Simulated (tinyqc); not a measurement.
Effective-mass impurity with a central-cell term, in a basis of Slater functions: one step, computed by the program tinyqc.

The envelope obeys H = -nabla^2 - (2/r) [Z + A exp(-kappa r)] in effective units, with kappa = a*/lambda; positive A deepens the well near the core.

Question. Matrices over the s basis. zeta_i = zeta_1 beta^(i-1), i = 1..n. For s functions exp(-zeta r), with s = zeta_i + zeta_j: S = 2/s^3, T = zeta_i zeta_j S, V = -2 Z/s^2, W = -2 A/(s + kappa)^2; each function is normalised by dividing by sqrt(S_ii S_jj).

Inputs (values chosen for the exercise, with mass and screening modelled on InP): charge Z of the core = 1; central-cell strength A = 8.8; basis size n = 5; smallest exponent zeta_1 = 0.35 1/a*; ratio beta of exponents = 2.5.

Impurity: donor, one isotropic band.

kappa = 39.67906 1/a*

Give: exponents; overlap S; kinetic T; Coulomb V; central cell W.

Answer.

exponents (1/a*): [0.35, 0.875, 2.1875, 5.46875, 13.67]

overlap S:
```
[[1.000, 0.738, 0.328, 0.108, 0.030],
 [0.738, 1.000, 0.738, 0.328, 0.108],
 [0.328, 0.738, 1.000, 0.738, 0.328],
 [0.108, 0.328, 0.738, 1.000, 0.738],
 [0.030, 0.108, 0.328, 0.738, 1.000]]
```

kinetic T (Ry*):
```
[[0.1225, 0.2259, 0.2511, 0.2058, 0.1453],
 [0.2259, 0.765625, 1.412, 1.570, 1.286],
 [0.2511, 1.412, 4.785, 8.823, 9.810],
 [0.2058, 1.570, 8.823, 29.91, 55.15],
 [0.1453, 1.286, 9.810, 55.15, 186.9]]
```

Coulomb V (Ry*):
```
[[-0.7, -0.9035, -0.8323, -0.6257, -0.4259],
 [-0.9035, -1.75, -2.259, -2.081, -1.564],
 [-0.8323, -2.259, -4.375, -5.647, -5.202],
 [-0.6257, -2.081, -5.647, -10.9375, -14.12],
 [-0.4259, -1.564, -5.202, -14.12, -27.34375]]
```

central cell W (Ry*):
```
[[-0.001851, -0.007131, -0.02646, -0.09006, -0.2555],
 [-0.007131, -0.02748, -0.1020, -0.3479, -0.9906],
 [-0.02646, -0.1020, -0.3797, -1.300, -3.733],
 [-0.09006, -0.3479, -1.300, -4.494, -13.16],
 [-0.2555, -0.9906, -3.733, -13.16, -40.05]]
```
